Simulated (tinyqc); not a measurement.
# Which input was changed?

Model: permeation of metal atoms or ions through a thin barrier or dielectric: time lag, field-aided drift and lifetime. Computed by tinyqc, a small Python program. Command: `OMP_NUM_THREADS=1 python tinyqc.py 3002111 3002112 out.jsonl barrier which`. One thread of a shared host (Intel(R) Xeon(R) Processor @ 2.30GHz), about 0.1 s of CPU time with the checks.

The film 0 < x < d is empty at first; C = C0 at x = 0 and C = 0 at x = d. dC/dt = D d2C/dx2 - v dC/dx with drift v = D z e V/(k_B T d) (uniform field, no space charge).

Inputs (values chosen for the exercise, for a model case: singly charged ions through a dielectric):
```
quantity                                   value    unit
thickness d                                   39      nm
prefactor D0                             3.5e-07  cm^2/s
activation energy E                        0.805      eV
concentration at the source side C0      1.6e+14  1/cm^3
charge number z                                1       -
voltage V (positive drives ions across)    0.055       V
critical dose Q_c                          1e+08  1/cm^2
test temperature T                           250       C
use temperature T_u                          100       C
```

Constants: k_B = 8.617333262e-05 eV/K.

Method:
- D = D0 exp(-E/(k_B T)); time scale d^2/D; Peclet number P = z V/(k_B T), k_B T in eV; 1 nm = 1e-7 cm.
- Temperatures in kelvin are T(C) + 273.15.
- Steady flux J = (D C0/d) P/(1 - exp(-P)); time lag in units of d^2/D: s_L = [P (1 + exp(-P))/(1 - exp(-P)) - 2]/P^2 (P = 0: J = D C0/d, s_L = 1/6).
- Dose through the film Q(s) = C0 d {f (s - s_L) - 2 exp(P/2) sum_(n=1..200) (-1)^n n^2 pi^2 exp(-l_n s)/l_n^2}, l_n = n^2 pi^2 + P^2/4, f = P/(1 - exp(-P)) the relative flux.
- Solve Q = Q_c for s. At the use temperature D and P take T_u, with the same C0 and V; 1 year = 3.15576e7 s.

Problem. One of these inputs alone was changed, within the range given: prefactor D0 (1.75e-07 to 7e-07); concentration at the source side C0 (8e+13 to 3.2e+14); voltage V (positive drives ions across) (0.0275 to 0.11); critical dose Q_c (5e+07 to 2e+08). Which one, and to what value?

Results:
```
run     failure time at T_u (years)  steady flux J (1/(cm^2 s))  time lag (s)
before                   0.02214322                    436969.2      402.1284
after                    0.01937462                    436969.2      402.1284
```

Solution.

Each candidate set to reproduce failure time at T_u, and what it then gives:
```
candidate                                        range searched  value needed  steady flux J (1/(cm^2 s))  time lag (s)
prefactor D0 (cm^2/s)                         1.75e-07 to 7e-07      4.000e-7                  4.9941e+05        351.85
concentration at the source side C0 (1/cm^3)   8e+13 to 3.2e+14      2.177e14                  5.9452e+05        402.13
voltage V (positive drives ions across) (V)      0.0275 to 0.11       0.07938                  5.3674e+05        392.17
critical dose Q_c (1/cm^2)                       5e+07 to 2e+08       7.350e7                  4.3697e+05        402.13
```

Only critical dose Q_c fits every result: it went from 100000000 to 7.35e7 1/cm^2. The next best candidate, prefactor D0, misses one result by 14 %.

Caution: grain boundaries, pinholes, trapping and space charge are left out; thin real barriers usually fail at defects.
